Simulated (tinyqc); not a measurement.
From results back to parameters: standing waves and exposure in a photoresist film. Two cases, with inputs chosen for the exercise.

Problem. Bleaching of a resist on an index-matched plate: T(0) = T12 exp(-(A + B) d), T(end) = T12 exp(-B d), T12 = 1 - ((n1 - 1)/(n1 + 1))^2, and the first slope dT/dD = T(0) C A T12 (1 - exp(-(A + B) d))/(A + B). Here d = dT and D is the dose; A, B and C are hidden.

Find: A; B; C.

Method. A = ln(T(end)/T(0))/d, B = ln(T12/T(end))/d, and the slope then gives C.

Case 1.

Values chosen (out of a larger set: a resist on Si, indices near tabulated ones; not measured data): n1 = 1.733 (resist index); dT = 1.137 micrometre (resist thickness on an index-matched plate).

T(0) = 0.652384
T(end) = 0.886804
dT/dD = 0.0045427 cm^2/mJ

Solution.

A = 0.27 1/micrometre
B = 0.04 1/micrometre
C = 0.029 cm^2/mJ

Case 2.

Values chosen (out of a larger set: a resist on Cu, indices near tabulated ones; not measured data): n1 = 1.705 (resist index); dT = 0.134 micrometre (resist thickness on an index-matched plate).

T(0) = 0.819563
T(end) = 0.832848
dT/dD = 0.00044952 cm^2/mJ

Solution.

A = 0.12 1/micrometre
B = 0.84 1/micrometre
C = 0.039 cm^2/mJ

Computed by tinyqc, one run a case: `OMP_NUM_THREADS=1 python tinyqc.py N N+1 out.jsonl` with N = 1651927, 1652027; one thread of a shared Intel(R) Xeon(R) Processor @ 2.30GHz, about 0.01 s a run at most.
